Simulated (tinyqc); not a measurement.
BHZ model on a square lattice (one spin block): one step. Signs of dz at the four invariant points. Two cases, with inputs chosen for the exercise.

Task: dz = M, M - 4B/a^2 (twice), M - 8B/a^2 at (0,0), (pi,0), (0,pi), (pi,pi). The product of the signs is (-1)^nu. C = (s00 - s0p - sp0 + spp)/2 is the Chern number of the lower band of this block, in the sense Omega = curl of i<u|grad u>.

h(k) = e0 + d.s with s the Pauli matrices in the basis (E, H), k in units of 1/a: dx = (A/a) sin kx, dy = (A/a) sin ky, dz = M - (2B/a^2)(2 - cos kx - cos ky), e0 = -(2D/a^2)(2 - cos kx - cos ky). The other spin block is h*(-k). For small k this is the continuum model with dz = M - B k^2.

Give: dz; nu (Z2 index); C.

Case 1.

Values chosen (of the size used for thin Bi2Se3 films; not measured data):
- A = 2.75 eV angstrom
- B = -17.5 eV angstrom^2
- D = -4.6 eV angstrom^2
- M = -0.1125 eV (mass term)
- a = 15 angstrom (grid spacing)

Result:

dz (meV): (0,0) -112.50, (pi,0) 198.61, (0,pi) 198.61, (pi,pi) 509.72

nu (Z2 index) = 1
C = -1

M/B > 0: the bands are inverted at Gamma alone, a quantum spin Hall insulator.

Case 2.

Values chosen (of the size used for HgTe wells; not measured data):
- A = 3.7 eV angstrom
- B = -63.9 eV angstrom^2
- D = -56.8 eV angstrom^2
- M = 0.0129 eV (mass term)
- a = 40 angstrom (grid spacing)

Result:

dz (meV): (0,0) 12.90, (pi,0) 172.65, (0,pi) 172.65, (pi,pi) 332.40

nu (Z2 index) = 0
C = 0

M/B < 0: no inversion, a trivial insulator.

Computed by tinyqc, one run a case: `OMP_NUM_THREADS=1 python tinyqc.py N N+1 out.jsonl` with N = 1480863, 1480966; one thread of a shared Intel(R) Xeon(R) Processor @ 2.30GHz, about 0.2 s a run at most.
